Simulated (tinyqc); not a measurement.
Quantum well in an electric field by finite differences: sweeps and comparisons. A value that a table varies takes the place of the one given here.

Finite differences on points z_i at the centres of cells of width h: H_ii = (c/h^2)(1/m_(i-1/2) + 1/m_(i+1/2)) + V_i, H_(i,i+1) = -(c/h^2)/m_(i+1/2), where m_(i+1/2) is the mean of the masses at the two points (the end values are repeated outwards), psi = 0 on the points beyond both ends, c = hbar^2/2m0. The field adds e F (z - z0) with z0 the middle of the structure; 1 kV/cm = 1e-5 eV/angstrom.

Constants: hbar^2/2m0 = 3.80998211 eV angstrom^2.

Parameters, chosen for this exercise (near those of a non-polar GaN well in AlGaN; not measured data):
- layers = ((39, 0.3, 0.224), (65, 0, 0.201), (39, 0.3, 0.224)) (each layer: thickness in angstrom, band edge in eV, mass in m0)
- hf = 0.8125 angstrom (cell width of the fine grid)
- Fs = (0, 16.7, 33.3, 50, 66.7, 83.3, 100) kV/cm (fields)
- F = 21 kV/cm (field along z)
- Lw = 65 angstrom (well width)
- Lb = 39 angstrom (each outer barrier)
- V0 = 0.3 eV (barrier height)
- mw = 0.201 m0 (mass in the well)
- mb = 0.224 m0 (mass in the barriers)

## Stark shift

Fine grid. Perturbation theory: dE1 = e F z_11 - beta (e F)^2 with beta = sum_j z_1j^2/(E_j - E_1) over the 13 next levels at zero field, z from z0.

Levels against field:
```
F (kV/cm)  E1 (eV)  E2 (eV)  dE1 (meV)  second order (meV)  <z - z0> (angstrom)  E2 - E1 (meV)
0           0.0278   0.1092       0.00                0.00                  0.0           81.4
16.7        0.0277   0.1092      -0.08               -0.08                 -0.9           81.5
33.3        0.0275   0.1093      -0.31               -0.31                 -1.8           81.7
50.0        0.0271   0.1093      -0.69               -0.70                 -2.8           82.2
66.7        0.0266   0.1094      -1.23               -1.24                 -3.7           82.8
83.3        0.0259   0.1095      -1.91               -1.93                 -4.5           83.6
100         0.0251   0.1096      -2.74               -2.79                 -5.4           84.5
```

z_11 = 0.00 angstrom
beta = 2785 angstrom^2/eV

At zero field the state is centred, so the shift starts as F^2; it turns linear only if the state is pulled to one side. At 100 kV/cm E1 has moved by -2.74 meV, where second order gives -2.79 meV; they differ by 1.6 % there. The electron moves by -5.4 angstrom, against the rise of the potential. E2 - E1 grows with the field; the ends are 81.4 and 84.5 meV.

## Order of mass and momentum

Fine grid. Hermitian kinetic operators m^a p m^b p m^a with 2a + b = -1: H_ii = (c/h^2) m_i^(2a) (m_(i-1/2)^b + m_(i+1/2)^b) + V_i, H_(i,i+1) = -(c/h^2) m_i^a m_(i+1)^a m_(i+1/2)^b; BenDaniel-Duke is a = 0. The halved form has H_ii = 2c/(h^2 m_i) + V_i and H_(i,i+1) = -(c/2h^2)(1/m_i + 1/m_(i+1)). The shifts are measured against BenDaniel-Duke; the last column repeats E1 with cells of hf/4.

Levels (eV):
```
operator                            E1      E2  E1 - E1(BDD) (meV)  E1 at hf/4
BenDaniel-Duke                  0.0277  0.1092                 0.0      0.0277
(1/m) p^2 + p^2 (1/m), halved   0.0285  0.1116                 0.8      0.0276
m^(-1/2) p^2 m^(-1/2)           0.0288  0.1128                 1.1      0.0289
m^(-1/4) p m^(-1/2) p m^(-1/4)  0.0283  0.1110                 0.6      0.0283
one mass, the smallest          0.0283  0.1110                 0.6      0.0283
```

The three forms m^a p m^b p m^a span 1.1 meV in E1, 1 % of E2 - E1; they differ only at the mass steps (largest to smallest mass 1.11), where m^a psi is the continuous quantity. Dropping the mass step altogether moves E1 by +0.6 meV. Refining the grid moves the halved form by -1.0 meV, against at most 0.02 meV for the other three; at an abrupt step the halved form has no limit, and its drift grows with each further refinement.

## What each parameter does

Three layers: barrier, well, barrier; fine grid. The Stark shift is E1(F) - E1(0). Each row changes one parameter from the base and keeps the others.

Results:
```
case              E1 (eV)  E2 - E1 (meV)  Stark shift (meV)  <z - z0> (angstrom)
base               0.0277           81.5              -0.12                -1.17
Lw = 78 angstrom   0.0205           61.6              -0.22                -2.05
Lb = 52 angstrom   0.0277           81.5              -0.12                -1.17
V0 = 0.36 eV       0.0287           85.1              -0.11                -1.07
mw = 0.2311 m0     0.0254           74.7              -0.13                -1.21
mb = 0.1792 m0     0.0289           84.0              -0.12                -1.11
F = 10.5 kV/cm     0.0278           81.4              -0.03                -0.58
```

The largest shifts from the base row, up to three for each result and ties (the steps differ in size, so this ranks the rows, not the parameters). E1 (eV): Lw -0.0072, mw -0.0023, mb +0.0012; unchanged at the printed digits by Lb. E2 - E1 (meV): Lw -20.0, mw -6.8, V0 +3.5; unchanged at the printed digits by Lb. Stark shift (meV): Lw -0.09, F +0.09, V0 +0.01; unchanged at the printed digits by Lb and mb. <z - z0> (angstrom): Lw -0.88, F +0.58, V0 +0.10; unchanged at the printed digits by Lb.

tinyqc: `OMP_NUM_THREADS=1 python tinyqc.py 1252718 1252719 out.jsonl`; about 0.01 s, one thread, shared Intel(R) Xeon(R) Processor @ 2.30GHz.
